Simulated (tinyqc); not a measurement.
Site energy and hopping from one surface Green function.

Problem. A semi-infinite chain with site energy e0 and hopping -t has g_s = 1/(E - e0 - t^2 g_s). Inside the band |g_s| = 1/t and Re g_s = (E - e0)/(2 t^2). Find t and e0.

g_s at E = -0.21 eV = 0.18500000-0.98273852i 1/eV

Solution. t = 1/|g_s|, and e0 = E - 2 t^2 Re g_s.

t = 1.000 eV
e0 = -0.5800 eV

Computed by the program tinyqc: `OMP_NUM_THREADS=1 python tinyqc.py 2680042 2680043 out.jsonl`, one thread of a shared Intel Xeon 2.30GHz, about 0.08 s for the whole run.
